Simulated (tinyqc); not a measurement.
Schottky barrier on an n-type semiconductor with a doping step, non-linear Poisson equation by Newton steps: one step of the calculation.

One dimension, metal at x = 0, donor density C(x) = N1 for x < x1 and Nd beyond. Energies are counted from the electron Fermi level of the semiconductor and the conduction-band edge is Ec = -psi, so n = Nc exp(psi/Vt); holes follow the Fermi level of the metal, at -V, so p = Nv exp((V - psi - Eg)/Vt). Ends: psi(0) = V - phiB and psi = Vt ln(Nd/Nc) deep inside. Boltzmann statistics, full ionisation, no current, no image force in the Poisson equation.

Problem. Densities, residual and Jacobian diagonal. n_i = Nc exp(psi_i/Vt), p_i = Nv exp((V - psi_i - Eg)/Vt), rho_i = p_i - n_i + C_i, g_i = (n_i + p_i)/Vt. Box widths w_i = (h_(i-1) + h_i)/2 in cm. Residual F_i = a_i (psi_(i+1) - psi_i) - a_(i-1) (psi_i - psi_(i-1)) + q rho_i w_i; Jacobian: a_(i-1) and a_i beside the diagonal, b_i = -a_(i-1) - a_i - q g_i w_i on it. The two end nodes are fixed.

Parameters, values chosen for the exercise; band and dielectric values close to those of cadmium telluride:

| symbol | value | unit | meaning |
|---|---|---|---|
| T | 250 | K | temperature |
| Eg | 1.5 | eV | band gap |
| Nc | 6.14e17 | cm^-3 | conduction-band density of states at T |
| Nv | 1.37e19 | cm^-3 | valence-band density of states at T |
| V | 0 | V | bias of the metal against the semiconductor |

Constants: q = 1.602176634e-19 C, kB = 1.380649e-23 J/K, Vt = kB T/q. Results are converted to the units shown.

```
node	x (nm)	psi after iteration 1 (V)	donor density C (cm^-3)
0	0	-1.0200000	2.7e15
1	28	-0.9022694	2.7e15
2	61.8	-0.7651544	2.7e15
3	103	-0.6054206	2.7e15
4	152	-0.4260310	9.1e15
5	211	-0.2614653	9.1e15
6	283	-0.1368939	9.1e15
7	370	-0.0964965	9.1e15
8	475	-0.0912648	9.1e15
9	601	-0.0907700	9.1e15
10	754	-0.0907362	9.1e15
11	939	-0.0907345	9.1e15
```

coupling a_i, interval 0 to 10 (F/cm^2): 3.2254541e-7  2.6719738e-7  2.1920562e-7  1.8431166e-7  1.5307240e-7  1.2543433e-7  1.0380772e-7  8.6012110e-8  7.1676758e-8  5.9027919e-8  4.8817684e-8

Find: n; p; residual F; diagonal b.

Solution.

```
node	n (cm^-3)	p (cm^-3)
0	0.001682	2.886e9
1	0.3974	1.222e7
2	230.9	2.103e4
3	3.832e5	12.67
4	1.584e9	0.003065
5	3.290e12	1.476e-6
6	1.068e15	4.547e-9
7	6.964e15	6.972e-10
8	8.879e15	5.469e-10
9	9.085e15	5.344e-10
10	9.099e15	5.336e-10
11	9.100e15	5.336e-10
```

```
node	residual F (1e-9 C/cm^2)	diagonal b (F/cm^2)
1	0.000	-5.897e-7
2	0.000	-4.864e-7
3	0.000	-4.035e-7
4	0.000	-3.374e-7
5	-0.019	-2.787e-7
6	-1.201	-2.924e-7
7	-0.459	-6.870e-7
8	-0.005	-9.203e-7
9	0.000	-1.073e-6
10	0.000	-1.251e-6
```

tinyqc, about 0.06 s, one thread, Intel Xeon 2.30GHz (shared host): `OMP_NUM_THREADS=1 python tinyqc.py 2020032 2020033 out.jsonl`
